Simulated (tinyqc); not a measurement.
From results to parameters: Luttinger model of the valence bands. Computed by the program tinyqc.

Problem. In the four-band Luttinger model 1/m = g1 -/+ 2 g2 along [100] and g1 -/+ 2 g3 along [111]. Find g1, g2, g3 and the light hole mass along [111].

heavy and light hole masses along [100] (electron masses): 0.354610  0.075643
heavy hole mass along [111] = 0.510204 electron masses

Solution. The mean of the two inverse masses along [100] is g1 and a quarter of their difference is g2; g3 = (g1 - 1/m_hh[111])/2.

g1, g2, g3: 8.0200  2.6000  3.0300
light hole mass along [111] = 0.071 electron masses
